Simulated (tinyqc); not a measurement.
Grain-boundary trapping model (Seto) of a polycrystalline semiconductor film: one step, computed by the program tinyqc.

Grains of equal size L are joined by thin boundaries with one trap level. Trapped carriers deplete a width W on each side and raise a barrier, crossed by thermionic emission. Dopants are fully ionised, statistics are non-degenerate and mu_g does not depend on T.

Problem. Resistivity and effective mobility. Boundary: sigma_b = L e^2 n_0 exp(-e V_B/k_B T)/sqrt(2 pi m k_B T); drift through the grain, depleted parts included: rho_g = [(1 - 2W/L) + (2W/L) int_0^1 exp(y^2 s^2) ds]/(e n_0 mu_g); rho = 1/sigma_b + rho_g. Mean carrier density n_av = n_0 [(1 - 2W/L) + (2W/L) (sqrt(pi)/2) erf(y)/y], y = sqrt(e V_B/k_B T); effective mobility 1/(e n_av rho).

Inputs (values chosen for the exercise, modelled on polycrystalline silicon):
```
quantity                           value        unit
effective mass m                    0.29         m_0
grain size L                          28          nm
doping N                         3.6e+17      1/cm^3
mobility inside the grains mu_g      240  cm^2/(V s)
temperature T                        300           K
```

Grain interior: resistance included.

depletion width W = 14 nm

barrier V_B = 0.05456377 V

E_F = -0.1713256 eV

centre density n_0 = 3.574538e+16 1/cm^3

Constants: k_B = 8.617333262e-05 eV/K; m_0 = 9.1093837015e-31 kg; k_B = 1.380649e-23 J/K; e = 1.602176634e-19 C.

Give: boundary resistivity; drift resistivity rho_g; resistivity rho; mean carrier density; effective mobility.

Solution.

boundary resistivity = 2.6636 ohm cm

drift resistivity rho_g = 1.8255 ohm cm

resistivity rho = 4.4891 ohm cm

mean carrier density = 2.0935e+16 1/cm^3

effective mobility = 66.415 cm^2/(V s)

A single crystal with the same N and mu_g would have 0.0722 ohm cm, a factor 62.1 lower.
